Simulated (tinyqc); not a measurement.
## Joule-heated wire on a substrate, fin equation: effect of the place of the hot spot as a share of L

A wire of length L loses heat along itself to two contacts and sideways to the substrate: kap A theta'' - g theta + p = 0 with theta = T - T0 and p(x) = p0 exp(-((x/L - x0)/sg)^2/2). The ends are held at T0. Constant conductivity, diffusive heat flow.

The equation is solved on 800 equal steps and the peak is the largest node value. LH = sqrt(kap A/g); the share is the integral of g theta over that of p.

Inputs (values chosen for the exercise):
```
symbol,value,unit,meaning
kap,14,W/(m K),conductivity along the wire
A,2800,nm^2,cross-section
g,0.65,W/(m K),conductance per length to the substrate
L,1400,nm,length between the contacts
Rc,0,K/uW,thermal resistance of each contact
p0,0.084,uW/nm,peak heating per length
sg,0.09,,width of the hot spot as a share of L
```

The same in every row: LH (nm) = 245.6; L/LH = 5.701.

Result of one run:
```
x0	peak theta (K)	peak/(p0/g)	share to the substrate (%)
0.95	24.75	0.1915	37.21
```

What becomes of these results when the place of the hot spot as a share of L x0 is changed from 0.95 to 0.65, all else the same?

Result of the changed run:
```
x0	peak theta (K)	peak/(p0/g)	share to the substrate (%)
0.65	55.84	0.4321	81.75
```

The whole series:
```
x0	peak theta (K)	peak/(p0/g)	share to the substrate (%)
0.5	56.99	0.4410	86.85
0.57	56.78	0.4394	85.79
0.65	55.84	0.4321	81.75
0.72	53.81	0.4164	75.17
0.8	48.62	0.3762	63.57
0.88	38.14	0.2951	49.09
0.95	24.75	0.1915	37.21
```

As x0 goes from 0.5 to 0.95, the peak theta falls from 57.0 to 24.7 K and the share of heat to the substrate falls from 86.9 to 37.2 %; L/LH is 5.70 throughout.

tinyqc, about 0.01 s, one thread, Intel Xeon 2.30GHz (shared host): `OMP_NUM_THREADS=1 python tinyqc.py 2520055 2520056 out.jsonl`
